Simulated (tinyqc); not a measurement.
# Doping from the body effect

Inverse problem. The threshold of a long MOSFET, counted against the source, shifts by gamma (sqrt(2 phiF + Vsb) - sqrt(2 phiF)) with gamma = sqrt(2 eps0 eps_r q N)/Cox. Find 2 phiF, gamma and N from two shifts.

Inputs (values chosen for the exercise):
- eps_r = 14.2 (relative permittivity)

Constants: q = 1.602176634e-19 C, eps0 = 8.8541878128e-14 F/cm where lengths are in cm. Results are converted to the units shown.

|VT - VT(0)| at source-body biases 1 and 3 V (V): 0.035152527  0.084559883
Cox = 0.86328331 uF/cm^2

Answer. The ratio of the shifts depends on 2 phiF alone and rises steadily with it, so it fixes 2 phiF; either shift then gives gamma, and gamma gives N.

2 phiF = 0.966 V
gamma = 0.0838 V^0.5
N = 1.30e16 cm^-3

tinyqc, about 0.01 s, one thread, Intel Xeon 2.30GHz (shared host): `OMP_NUM_THREADS=1 python tinyqc.py 2060113 2060114 out.jsonl`
